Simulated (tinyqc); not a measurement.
# Site energy and hopping from one surface Green function

Problem. A semi-infinite chain with site energy e0 and hopping -t has g_s = 1/(E - e0 - t^2 g_s). Inside the band |g_s| = 1/t and Re g_s = (E - e0)/(2 t^2). Find t and e0.

g_s at E = -1.19 eV = -0.54500000-0.83843604i 1/eV

Solution. t = 1/|g_s|, and e0 = E - 2 t^2 Re g_s.

t = 1.000 eV
e0 = -0.1000 eV

tinyqc, about 0.05 s, one thread, Intel Xeon 2.30GHz (shared host): `OMP_NUM_THREADS=1 python tinyqc.py 2680123 2680124 out.jsonl`
